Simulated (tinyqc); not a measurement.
Gain of the pnp from the holding current.

Question. On state with both base-emitter voltages at Von: npn base current Ib = (Von/Rs + bp Von/Rw)/(bn bp - 1), holding current Ih = (bn + 1) Ib + Von/Rs. Find bp.

Values chosen for this exercise:
```
symbol,value,unit,meaning
bn,12,,current gain of the npn
Rs,79,ohm,substrate resistance shunting the npn
Rw,870,ohm,well resistance shunting the pnp
Von,0.66,V,base-emitter voltage in the on state
```

Ih = 11.240976 mA

Solution. Ih gives Ib, and Ib (bn bp - 1) = Von/Rs + bp Von/Rw is linear in bp.

bp = 4.500

Computed by the program tinyqc: `OMP_NUM_THREADS=1 python tinyqc.py 2670122 2670123 out.jsonl`, one thread of a shared Intel Xeon 2.30GHz, about 0.07 s for the whole run.
